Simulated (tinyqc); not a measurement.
## Charge pumping in an n-channel transistor: triangular pulses against frequency

The gate is pulsed from accumulation to inversion and back. Energies E are counted from the intrinsic level; Dit(E) = D0 [1 + b (2 E/Eg)^2]. During each edge the traps near the bands emit their carriers, and those between Eh and Ee recombine once a cycle.

For a symmetric triangular wave tr = tf = 1/(2 f). ni = sqrt(Nc Nv) exp(-Eg/(2 Vt)), Eg in volts; emission times te = (dV/Va) tf and th = (dV/Va) tr; Ee = -Vt ln(vth sn ni te), Eh = +Vt ln(vth sp ni th). Nit = integral of Dit from Eh to Ee = D0 [Ee - Eh + 4 b (Ee^3 - Eh^3)/(3 Eg^2)], Qcp = q A Nit, Icp = f Qcp.

Values chosen for this exercise; band and dielectric values close to those of silicon: temperature T = 300 K; band gap Eg = 1.11 eV; conduction-band density of states at 300 K Nc = 2.78e19 cm^-3; valence-band density of states at 300 K Nv = 2.67e19 cm^-3; gate area A = 0.69 um^2; trap density at midgap D0 = 1.3e11 cm^-2 eV^-1; rise of the trap density towards the band edges b = 0; cross-section for electrons sn = 1.3e-15 cm^2; cross-section for holes sp = 2e-15 cm^2; thermal velocity at 300 K, one nominal value for electrons and holes vth = 1.3e7 cm/s; Vth - Vfb dV = 0.95 V; pulse height Va = 3.2 V.

Constants: q = 1.602176634e-19 C, kB = 1.380649e-23 J/K, Vt = kB T/q. Results are converted to the units shown.

Result of one run:
```
f (Hz)  Ee (eV)  Eh (eV)  Nit (cm^-2)  Icp (pA)  Qcp (fC)
1.3e5    0.2145  -0.2033     5.431e10     7.806   0.06004
```

What becomes of these results when the frequency f is changed from 1.3e5 to 6.9e5 Hz, all else the same?

Result of the changed run:
```
f (Hz)  Ee (eV)  Eh (eV)  Nit (cm^-2)  Icp (pA)  Qcp (fC)
6.9e5    0.2576  -0.2465     6.553e10     49.99   0.07245
```

The whole series:
```
f (Hz)  Ee (eV)   Eh (eV)  Nit (cm^-2)  Icp (pA)  Qcp (fC)
2200     0.1090  -0.09787     2.690e10   0.06541   0.02973
5100     0.1307   -0.1196     3.255e10    0.1835   0.03598
12000    0.1529   -0.1417     3.830e10    0.5081   0.04234
26000    0.1729   -0.1617     4.349e10     1.250   0.04808
59000    0.1940   -0.1829     4.900e10     3.196   0.05417
1.3e5    0.2145   -0.2033     5.431e10     7.806   0.06004
3e5      0.2361   -0.2249     5.993e10     19.88   0.06626
6.9e5    0.2576   -0.2465     6.553e10     49.99   0.07245
1.6e6    0.2794   -0.2682     7.119e10     125.9   0.07870
3.5e6    0.2996   -0.2885     7.645e10     295.8   0.08451
```

Qcp rises from 0.0297 to 0.0845 fC, by 0.0171 fC a decade between the first two rows and 0.0171 between the last two (2 q A D0 Vt ln 10 = 0.0171 fC): faster edges leave less time for emission and widen the window, so Icp grows faster than f, as f^(1.14).

Range of the model: The Fermi levels of inversion and accumulation are taken to lie beyond Ee and Eh, the flat tops to fill all traps, and no geometric current is added.

Computed by the program tinyqc: `OMP_NUM_THREADS=1 python tinyqc.py 2030006 2030007 out.jsonl`, one thread of a shared Intel Xeon 2.30GHz, about 0.01 s for the whole run.
